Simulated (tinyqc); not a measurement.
What moves the results: two-dimensional electron gas with Rashba and Dresselhaus coupling. A value that a table varies takes the place of the one given here.

H = c k^2/m + al (ky sx - kx sy) + b1 (kx sx - ky sy) + gam kx ky (kx sy - ky sx), s the Pauli matrices, x = [100], c = hbar^2/2m0, b1 = gam (pi/L)^2 (hard walls). H = c k^2/m + B.s, so E = c k^2/m -/+ |B| and the lower state has its spin along -B.

Constants: hbar^2/2m0 = 3.80998211 eV angstrom^2.

Inputs chosen for the exercise (of the size met in InSb; the results hold for these values, not for the real material): m = 0.013 m0 (mass); al = 0.4 eV angstrom (Rashba constant); gam = 288.1 eV angstrom^3 (bulk Dresselhaus constant); L = 82 angstrom (width of the (001) well); n = 9.7 1e11/cm^2 (sheet density (one subband filled)).

## Splitting and spin direction around the circle

At |k| = k0 = sqrt(2 pi n), 1e11/cm^2 = 1e-5/angstrom^2.

Around the circle:
```
phi (deg)  Bx (meV)  By (meV)  splitting (meV)  lower spin (deg)
0.0         10.4398   -9.8750          28.7405             136.6
22.5        12.8376  -11.7025          34.7420             137.6
45.0        12.8321  -12.8321          36.2947             135.0
67.5        11.7025  -12.8376          34.7420             132.4
90.0         9.8750  -10.4398          28.7405             133.4
112.5        6.5441   -5.2796          16.8166             141.1
135.0        1.1332    1.1332           3.2052            -135.0
157.5       -5.2796    6.5441          16.8166             -51.1
```

What does this show, and why?

The splitting runs from 3.2052 meV at 135 to 36.2947 meV at 45 degrees. Along [110] it is 2 k |al + b1 - 2 b3| and along [-110] 2 k |al - b1 + 2 b3|, b3 = gam k^2/4. From 0 to 90 degrees the spin turns on balance hardly at all with k (-3 degrees), so al is close to b1; a persistent spin helix needs al = b1 - b3 with b3 small.

## Tuning the Rashba term through the balance point

al = f (b1 - b3) at k0 = sqrt(2 pi n), b3 = gam k0^2/4. Helix wavelength along [110]: 2 pi c/(m |al + b1 - b3|). Dyakonov-Perel rates are proportional to the mean squares of the first harmonics: for spin along z, al^2 + (b1 - b3)^2; for the most protected in-plane spin, (al - (b1 - b3))^2/2 (third harmonic left out); both are given over (b1 - b3)^2.

Against f:
```
f     al (meV angstrom)  wavelength (micron)  rate, z  rate, in plane
0.00              0.000                0.486    1.000          0.5000
0.25             94.745                0.389    1.062          0.2812
0.50            189.491                0.324    1.250          0.1250
0.75            284.236                0.278    1.562          0.0312
0.90            341.083                0.256    1.810          0.0050
1.00            378.981                0.243    2.000          0.0000
1.25            473.726                0.216    2.562          0.0312
2.00            757.962                0.162    5.000          0.5000
```

What can be read from the table?

At f = 1, al = 378.98 meV angstrom, the first harmonic points along one axis for all k and the listed in-plane rate vanishes; the helix would have wavelength 0.24 micron. The third harmonic, b3/(b1 - b3) = 0.12, is small and sets its lifetime. The uniform z spin still relaxes there, twice as fast as at f = 0.

## What each parameter does

Splittings 2|B| at k0 = sqrt(2 pi n) along [100], [110] and [-110], and E0 = c k0^2/m; 1e11/cm^2 = 1e-5/angstrom^2. Each row changes one parameter from the base and keeps the others.

Results:
```
case                        [100] (meV)  [110] (meV)  [-110] (meV)  E0 (meV)
base                            28.7405      36.2947        3.2052    178.62
m = 0.0143 m0                   28.7405      36.2947        3.2052    162.38
al = 0.48 eV angstrom           31.5855      40.2447        7.1552    178.62
gam = 345.72 eV angstrom^3      31.9035      39.6036        0.1037    178.62
L = 102 angstrom                23.9198      28.9094       10.5905    178.62
n = 14.55 1e11/cm^2             35.1998      41.7972        6.5801    267.93
```

What can be read from the table?

The largest shifts from the base row, up to three for each result and ties (the steps differ in size, so this ranks the rows, not the parameters). [100] (meV): n +6.4593, L -4.8207, gam +3.1631; unchanged at the printed digits by m. [110] (meV): L -7.3853, n +5.5025, al +3.9500; unchanged at the printed digits by m. [-110] (meV): L +7.3853, al +3.9500, n +3.3749; unchanged at the printed digits by m. E0 (meV): n +89.31, m -16.24; unchanged at the printed digits by al, gam and L.

Computed by tinyqc, a small Python program: `OMP_NUM_THREADS=1 python tinyqc.py 1482179 1482180 out.jsonl` (the numbers bound the seed that draws the inputs); one thread of a shared host (Intel(R) Xeon(R) Processor @ 2.30GHz), about 0.01 s for the whole set of steps.
